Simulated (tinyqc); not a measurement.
Two channel transmissions from conductance and noise.

Problem. A contact has two spin-degenerate channels: G = (2 q^2/h)(T1 + T2), Fano factor F = [T1 (1 - T1) + T2 (1 - T2)]/(T1 + T2), T1 > T2. Find T1 and T2.

G in units of 2 q^2/h = 1.01
Fano factor = 0.44742574

Answer. With g = T1 + T2, T1^2 + T2^2 = g (1 - F), so (T1 - T2)^2 = 2 g (1 - F) - g^2.

T1 = 0.660
T2 = 0.350

Numbers from tinyqc (`OMP_NUM_THREADS=1 python tinyqc.py 2740030 2740031 out.jsonl`; about 0.04 s on one thread of a shared Intel Xeon 2.30GHz).
